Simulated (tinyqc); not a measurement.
Inside a calculation. Model: composition and strain of an epitaxial Si(1-x)Ge(x) layer from Raman and X-ray peaks. Computed by tinyqc, a small Python program that keeps every step. Command: `OMP_NUM_THREADS=1 python tinyqc.py 3015579 3015580 out.jsonl epiraman walk`. One thread of a shared host (Intel(R) Xeon(R) Processor @ 2.30GHz), about 0.01 s of CPU time with the checks. Intermediate numbers are printed to about 5 digits and carried at full precision; extremes and crossings named in words are read from the listed rows.

A (001) layer, biaxially strained in the plane. The Raman peaks follow empirical lines omega = w0 + c1 x + c3 x^3 + b eps (c3 for Si-Ge alone), with eps the in-plane strain.

Inputs (values chosen for the exercise, modelled on silicon-germanium):
```
quantity                        value      unit
Ge fraction x                    0.19         -
degree of relaxation R              0         -
lattice constant of Si          5.431  angstrom
lattice constant of Ge          5.658  angstrom
bowing B                        0.026  angstrom
2 C12/C11 of Si                 0.776         -
2 C12/C11 of Ge                 0.754         -
Si-Si: w0                       520.6      1/cm
Si-Si: c1                       -68.9      1/cm
Si-Si: strain coefficient b      -699      1/cm
Si-Ge: w0                       400.3      1/cm
Si-Ge: c1                        23.8      1/cm
Si-Ge: c3                       -35.8      1/cm
Si-Ge: strain coefficient b      -562      1/cm
Ge-Ge: w0                       280.1      1/cm
Ge-Ge: c1                        18.5      1/cm
Ge-Ge: strain coefficient b      -456      1/cm
uncertainty of a Raman peak      0.05      1/cm
X-ray wavelength             1.540598  angstrom
```

Substrate: silicon. Pair of peaks used: Si-Si and Ge-Ge.

## Lattice constants and strain

Relaxed lattice constant a(x) = a_Si + (a_Ge - a_Si) x - B x (1 - x). In-plane constant a_par = a_sub + R (a(x) - a_sub); eps = a_par/a(x) - 1; eps_perp = -(2 C12/C11) eps with 2 C12/C11 linear in x; a_perp = a(x) (1 + eps_perp).

relaxed constant a(x) = 5.4701 angstrom

substrate constant a_sub = 5.431 angstrom

a_par = 5.431 angstrom

in-plane strain eps = -7.1531 per mille

strain along the normal = 5.5209 per mille

a_perp = 5.5003 angstrom

The layer is under compression in the plane and is stretched along the normal.

## Raman peaks

Insert x and eps in the three lines; the strain part is b eps.

Si-Si peak = 512.51 1/cm

Si-Ge peak = 408.60 1/cm

Ge-Ge peak = 286.88 1/cm

strain parts (1/cm): Si-Si 5.0000, Si-Ge 4.0201, Ge-Ge 3.2618

Read as unstrained, the Si-Si peak would give x = 0.117 in place of 0.19. Caution: near either end one of the like-atom peaks is weak, since its intensity follows the number of such bonds.

## X-ray (004) reflection

Bragg angle theta = arcsin(2 lambda/a) for (004), for the substrate with a_sub and the layer with a_perp; separation in arc seconds.

theta of the substrate = 34.565 degree

theta of the layer = 34.069 degree

separation, layer less substrate = -1785.9 arcsec

## Back from two peaks to composition and strain

Unknowns x and eps (per mille). Newton steps: J d = (measured - model), J = [d omega/dx, d omega/d eps] for the two peaks; start at x = 0.5, eps = 0; stop when |d| < 1e-9. The peaks are rounded to 0.001 per cm; R = (a(x)(1 + eps) - a_sub)/(a(x) - a_sub).

peaks used (1/cm): Si-Si 512.509, Ge-Ge 286.877

Iterations:
```
step        x  eps (per mille)  residual 1 (1/cm)  residual 2 (1/cm)
0     0.50000           0.0000             26.359             -2.473
1     0.19000          -7.1534              0.000              0.000
```

recovered x = 0.19000

recovered eps = -7.1534 per mille

recovered R = 0

## Which pair of peaks is best

For each pair invert J = [d omega/dx, d omega/d eps] at the true x. Independent errors of the given size in both peaks give sigma_x and sigma_eps = uncertainty x (norm of the rows of the inverse of J).

Error propagation:
```
pair               det J     sigma_x  sigma_eps (per mille)
Si-Si and Si-Ge   52.648  8.5180e-04               0.068115
Si-Si and Ge-Ge  44.3499  9.4091e-04               0.080429
Si-Ge and Ge-Ge   1.3122    0.027577                 1.0360
```

The pair Si-Si and Si-Ge fixes x best (sigma_x = 8.5e-4) and Si-Ge and Ge-Ge worst (0.028), a factor 32. Strain moves all peaks the same way, so a good pair needs different ratios of composition slope to strain coefficient, best of opposite sign; the slopes here are -68.9, 19.9 and 18.5 per cm for Si-Si, Si-Ge and Ge-Ge. Errors in the coefficients themselves are not counted.

## Relaxation at fixed composition

(004) Bragg angle theta = arcsin(2 lambda/a), with a = a_perp for the layer and a_sub for the substrate; separation = layer less substrate. The apparent x is the one that a fully strained layer (R = 0) would need to give the same a_perp.

Signatures; columns: (1) R; (2) eps (per mille); (3) Si-Si (1/cm); (4) Ge-Ge (1/cm); (5) a_perp (angstrom); (6) (004) separation (arcsec); (7) apparent x if R = 0 is assumed:
```
(1)       (2)     (3)     (4)     (5)      (6)      (7)
0.00  -7.1531  512.51  286.88  5.5003  -1785.9  0.19000
0.15  -6.0802  511.76  286.39  5.4958  -1670.9  0.17783
0.30  -5.0072  511.01  285.90  5.4913  -1555.6  0.16563
0.50  -3.5766  510.01  285.25  5.4852  -1401.6  0.14931
0.70  -2.1459  509.01  284.59  5.4792  -1247.2  0.13293
0.85  -1.0730  508.26  284.10  5.4747  -1131.1  0.12060
1.00   0.0000  507.51  283.62  5.4701  -1014.8  0.10824
```

Full relaxation moves the Si-Si peak by -5.00 per cm and shrinks the X-ray separation to 57 % of its strained value, about 1/(1 + 2 C12/C11). A symmetric reflection alone cannot part x from R: a relaxed layer read as strained gives x = 0.108 in place of 0.19. An asymmetric reflection or a second peak is needed.

Checks made by the program: recovered composition (relative difference 2e-05).
